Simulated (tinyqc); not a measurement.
Deep-level transient spectroscopy (DLTS) of one majority-carrier trap: one step, computed by the program tinyqc.

A filling pulse loads the traps in a one-sided junction; under reverse bias they empty at the rate e, and the capacitance relaxes as C(t) = C_0 - dC exp(-e t). The signal is S = [C(t_2) - C(t_1)]/dC.

Task: Peak temperature and width. e = g sigma v N_b exp(-E/k_B T), v = sqrt(3 k_B T/m), N_b = 2 M (2 pi m k_B T/h^2)^(3/2), sigma = sigma_0, E = E_t. S(e) = exp(-e t_1) - exp(-e t_2) peaks at the rate window e_0 = ln(t_2/t_1)/(t_2 - t_1). T_p solves e(T) = e_0 (bisection between 15 and 1500 K); the half-height points solve S = S_max/2 on either side.

Inputs (values chosen for the exercise, with mass and screening modelled on beta-Ga2O3):
```
quantity                  value  unit
density-of-states mass m  0.286   m_0
valleys M                     1     -
trap depth E_t            0.616    eV
cross-section sigma_0     2e-15  cm^2
degeneracy ratio g            1     -
gate time t_1             0.006     s
ratio t_2/t_1                 2     -
temperature T               288     K
```

Carriers: electrons. Extra term: none.

rate window e_0 = 115.5245 1/s

peak height S_max = 0.25

Constants: k_B = 8.617333262e-05 eV/K; k_B = 1.380649e-23 J/K; m_0 = 9.1093837015e-31 kg; h = 6.62607015e-34 J s.

Give: peak temperature T_p; lower half-height point; upper half-height point; full width.

Result:

peak temperature T_p = 335.3 K

lower half-height point = 315.3 K

upper half-height point = 350.6 K

full width = 35.31 K

The width is 10.5 % of T_p, and E_t is 21.3 k_B T_p.
